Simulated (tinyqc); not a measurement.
A finite superlattice with mass mismatch, transfer matrices: lowest miniband against d1.

One electron of energy E comes from the left lead (band edge 0); no transverse momentum. Parabolic bands, masses in units of m0, C = hbar^2/(2 m0); psi and psi'/m are continuous at every interface. N periods of a barrier d1 followed by a well Lw; the right lead equals the left one.

For the pair (psi, psi'/m) a flat layer has M = [[cos kd, (m/k) sin kd], [-(k/m) sin kd, cos kd]] with k = sqrt(m (E - U)/C) above its edge U, and M = [[cosh Kd, (m/K) sinh Kd], [(K/m) sinh Kd, cosh Kd]] with K = sqrt(m (U - E)/C) below it. With x(E) = (M11 + M22)/2 of one period, the lowest miniband of the infinite superlattice runs from x = 1 to x = -1, and the mass at its bottom is -2 C (dx/dE)/(d1 + Lw)^2.

Values chosen for this exercise; masses and offsets of a made-up heterostructure:
```
symbol  value  unit                       meaning
mL       0.04    m0         mass in the left lead
U1       0.51    eV                barrier height
m1      0.085    m0                  barrier mass
Lw        5.4    nm  well width (edge 0, mass mL)
```

Constants: q = 1.602176634e-19 C, hbar = 1.054571817e-34 J s, m0 = 9.1093837015e-31 kg, hbar^2/(2 m0) = 0.0380998212 eV nm^2. Results are converted to the units shown.

Result of one run:

| bottom (eV) | top (eV) | width (meV) | mass at the bottom (m0) |
|---|---|---|---|
| 0.05480 | 0.1935 | 138.7 | 0.04987 |

Which barrier width d1 gave this result: 0.5, 0.6, 0.8 or 1.2 nm?

d1 = 0.8 nm.

The whole series:

| d1 (nm) | bottom (eV) | top (eV) | width (meV) | mass at the bottom (m0) |
|---|---|---|---|---|
| 0.3 | 0.02500 | 0.2586 | 233.6 | 0.04291 |
| 0.5 | 0.03845 | 0.2276 | 189.2 | 0.04534 |
| 0.6 | 0.04437 | 0.2148 | 170.4 | 0.04673 |
| 0.8 | 0.05480 | 0.1935 | 138.7 | 0.04987 |
| 0.9 | 0.05939 | 0.1847 | 125.3 | 0.05164 |
| 1.1 | 0.06748 | 0.1699 | 102.5 | 0.05565 |
| 1.2 | 0.07104 | 0.1638 | 92.73 | 0.05790 |
| 1.4 | 0.07731 | 0.1534 | 76.10 | 0.06297 |

The width falls from 234 to 76.1 meV, the bottom rises from 0.0250 to 0.0773 eV, and the mass at the bottom rises from 0.0429 to 0.0630 m0 (well mass 0.04). Thicker barriers weaken the coupling between wells, which narrows the band and makes it heavier. In 3 of the 8 rows a layer is thinner than 0.8 nm, a few atomic planes, where an effective mass is a rough description.

Range of the model: Masses are held fixed, although real bands cease to be parabolic a few tenths of an eV from their edges (inside a barrier too).

tinyqc, about 0.01 s, one thread, Intel Xeon 2.30GHz (shared host): `OMP_NUM_THREADS=1 python tinyqc.py 2560130 2560131 out.jsonl`
